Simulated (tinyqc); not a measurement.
Comparisons within one model: Koster-Slater impurity in an sp3s* host. A value that a table varies takes the place of the one given here.

sp3s* tight binding, nearest neighbours only: anion (a) at 0, cation (c) at a/4 (1,1,1), orbitals s, px, py, pz, s* on each; k in units of 2 pi/a. With phases e_j = exp(i (pi/2) k.n_j) for n = (1,1,1), (1,-1,-1), (-1,1,-1), (-1,-1,1): g0 = (e1+e2+e3+e4)/4, g1 = (e1+e2-e3-e4)/4, g2 = (e1-e2+e3-e4)/4, g3 = (e1-e2-e3+e4)/4. The diagonal holds the levels Esa, Epa, Exa (s*) and Esc, Epc, Exc. Anion-cation block: <sa|sc> = Vss g0; <sa|xc> = Vsapc g1; <xa|sc> = -Vscpa g1; <xa|xc> = Vxx g0; <xa|yc> = <ya|xc> = Vxy g3, <xa|zc> = <za|xc> = Vxy g2, <ya|zc> = <za|yc> = Vxy g1; <s*a|xc> = Vxapc g1; <xa|s*c> = -Vpaxc g1; y and z take g2 and g3 in place of g1; s-s* and s*-s* vanish.

A defect on a cation site (c) shifts the s level there by Vs or the three p levels by Vp and leaves the rest. A level in the gap solves 1/Vs = G_s(E) (symmetry A1) or 1/Vp = G_p(E) (T2, threefold), with G(E) = (1/N^3) sum over k and bands of w/(E - e), where w is the weight of the state on the s orbital of that site, or the mean weight on its px, py, pz. Mesh: k = f1 (-1,1,1) + f2 (1,-1,1) + f3 (1,1,-1), f = (j + 1/2)/N, j = 0 to N - 1. Energies from the top of the valence band at Gamma; the s* orbital of the site is left as it is. An infinite shift removes the s or p orbitals, the model of the ideal vacancy: G(E) = 0.

Values chosen for the exercise (out of a larger set: near a published set for Si; not measured data): p = (-4.233, 1.716, -4.233, 1.716, 6.658, 6.658, -8.321, 1.712, 4.562, 5.771, 5.771, 5.408, 5.408) eV (order Esa, Epa, Esc, Epc, Exa, Exc, Vss, Vxx, Vxy, Vsapc, Vscpa, Vxapc, Vpaxc); N = 4 (mesh); V = -8.7 eV (shift of the p levels).

## Level against strength of the defect

Eg (smallest gap of the host) = 1.14647 eV

A dash: no level in the gap from 0 to Eg. The last row is the ideal vacancy.

Levels (eV above the valence band):
```
shift (eV)     A1     T2
-40             -  0.652
-20             -  0.784
-12         0.126  0.927
-8          0.497  1.054
-5          0.873      -
-3          1.143      -
+3              -      -
+5              -      -
+8              -      -
+12             -  0.055
+20             -  0.213
+40             -  0.355
vacancy         -  0.506
```

What does this show, and why?

A1: a level lies in the gap for the attractive shifts -3, -5, -8 and -12 eV, and no repulsive one does; G has no zero in the gap, so there is no vacancy level there and a strong enough shift drives the level out through the far edge. T2: a level lies in the gap for the attractive shifts -8, -12, -20 and -40 eV and for the repulsive +12, +20 and +40 eV; both branches tend to the vacancy level, 0.506 eV, which pins them. A level passes the edges where the shift equals 1/G, a value that is sensitive to the mesh there: on this one 1/G(0) = -13.8 and 1/G(Eg) = -3.0 eV for s, 10.2 and -5.8 eV for p.

## Convergence with the mesh

The same level (G_p = 1/V) on meshes of growing size; a dash: no level from 0 to Eg.

Mesh:
```
N  points  G_p(Eg/2) (1/eV)  level (eV)
2       8          -0.01044      1.0171
3      27          -0.01091      1.0264
4      64          -0.01132      1.0277
6     216          -0.01150      1.0205
8     512          -0.01151      1.0210
```

What does this show, and why?

Against N = 8, G at mid-gap is off by +0.00106 at N = 2 and +0.00001 1/eV at N = 6; the level moves by +0.5 meV from N = 6 to 8. Errors in G are magnified in the level by 1/|dG/dE|, and a level near a band edge needs the finest mesh, since the sum there is ruled by few points.

tinyqc: `OMP_NUM_THREADS=1 python tinyqc.py 1480869 1480870 out.jsonl`; about 0.04 s, one thread, shared Intel(R) Xeon(R) Processor @ 2.30GHz.
